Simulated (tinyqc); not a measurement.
# p-type polysilicon, carrier trapping at grain boundaries: effect of the temperature

One-dimensional grains of size Lg, uniform ionised doping N, monovalent traps Qt at each boundary at a depth Et below (for electrons) or above (for holes) the band edge there, abrupt depletion of width W on each side of a boundary, Boltzmann statistics. xi is the distance from the band edge at the grain centre to the Fermi level. Trapped charge Qt/(1 + exp((xi + VB - Et)/Vt)) = 2 N W, barrier VB = q N W^2/(2 eps0 eps_r).

NB is given at 350 K and scales as (T/350 K)^1.5. If the trap equation with xi = Vt ln(NB/N) has a root W < Lg/2, the grain is partly depleted; otherwise W = Lg/2 and the trap equation gives xi = Et - VB + Vt ln(Qt/(N Lg) - 1). N* = Qt/Lg. n0 = NB exp(-xi/Vt); mean density n0 (1 - 2 W/Lg) by charge balance in a partly depleted grain, and n0 (sqrt(pi)/2) erf(u)/u with u = sqrt(VB/Vt) in a fully depleted one; v = sqrt(kB T/(2 pi ms m0)); barrier resistivity Vt exp(VB/Vt)/(q fe n0 v Lg); grain resistivity (1 - 2 W/Lg)/(q n0 mug); effective mobility 1/(q mean density total resistivity). Rows with xi above 0.45 V, towards mid-gap, are left out, since the other carrier type is ignored.

Inputs (values chosen for the exercise); values of the order met in polycrystalline silicon: relative permittivity eps_r = 11.7; valence-band density of states at the reference temperature NB = 3.34e19 cm^-3; grain size Lg = 110 nm; trap density of a grain boundary Qt = 1.3e12 cm^-2; depth of the trap level from the majority band edge at the boundary Et = 0.42 eV; mass for thermionic emission ms = 0.41 m0; correction factor of the emission rate fe = 0.5; doping N = 4e16 cm^-3.

Constants: q = 1.602176634e-19 C, kB = 1.380649e-23 J/K, m0 = 9.1093837015e-31 kg, Vt = kB T/q, eps0 = 8.8541878128e-14 F/cm where lengths are in cm. Results are converted to the units shown.

The same in every row: N/N* = 0.3385; depleted share 2 W/Lg = 1.000; VB (V) = 0.09357.

Results:

| T (K) | xi (V) | mean density (cm^-3) | resistivity (ohm cm) | effective mobility (cm^2/(V s)) |
|---|---|---|---|---|
| 200 | 0.3380 | 1.668e10 | 2.961e7 | 12.64 |
| 240 | 0.3403 | 5.634e11 | 4.249e5 | 26.07 |
| 280 | 0.3426 | 7.290e12 | 2.002e4 | 42.77 |
| 360 | 0.3472 | 2.415e14 | 325.3 | 79.45 |
| 400 | 0.3495 | 8.489e14 | 75.61 | 97.24 |
| 440 | 0.3518 | 2.413e15 | 22.71 | 113.9 |

Estimate the missing row, T = 320 K.

Computed row:

| T (K) | xi (V) | mean density (cm^-3) | resistivity (ohm cm) | effective mobility (cm^2/(V s)) |
|---|---|---|---|---|
| 320 | 0.3449 | 5.146e13 | 1988 | 61.00 |

With this row back in the table: As T goes from 200 to 440, VB stays at 0.0936 V, the resistivity falls from 2.96e7 to 22.7 ohm cm and the effective mobility rises from 12.6 to 114 cm^2/(V s). The activation energy kB ln(rho1/rho2)/(1/T1 - 1/T2) is 0.439 eV between the first two rows and 0.456 eV between the last two; mug is held fixed. For T = 320, 360, 400, 440 the effective mobility exceeds mug, since drift through the depleted part of the grain is left out.

tinyqc, about 0.01 s, one thread, Intel Xeon 2.30GHz (shared host): `OMP_NUM_THREADS=1 python tinyqc.py 2830222 2830223 out.jsonl`
